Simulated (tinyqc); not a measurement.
Ferroelectric switching by domains, Kolmogorov-Avrami-Ishibashi kinetics with Merz's law: one step of the calculation.

A film poled to -Ps gets a pulse V of length t. Field E = V/d, characteristic time tau = t0 exp(Ea/E). The switched share is f = 1 - exp(-(t/tau)^m). P = Ps (2 f - 1).

Task. State after the pulse, peak of the switching current. f = 1 - exp(-(tp/tau)^m); the current density 2 Ps df/dt peaks at t = tau ((m - 1)/m)^(1/m) (at t = 0 for m = 1); half of the film has switched at tau (ln 2)^(1/m).

Inputs (values chosen for the exercise):
- Ps = 17 uC/cm^2 (switchable polarisation)
- m = 3 (Avrami exponent)
- tp = 300 ns (pulse length)

tau = 237.53386 ns

Find: f; P after the pulse; time of the peak; peak current density; half-switching time.

Result.

f = 0.8666
P after the pulse = 12.47 uC/cm^2
time of the peak = 207.5 ns
peak current density = 168.2 A/cm^2
half-switching time = 210.2 ns

Numbers from tinyqc (`OMP_NUM_THREADS=1 python tinyqc.py 2860003 2860004 out.jsonl`; about 0.01 s on one thread of a shared Intel Xeon 2.30GHz).
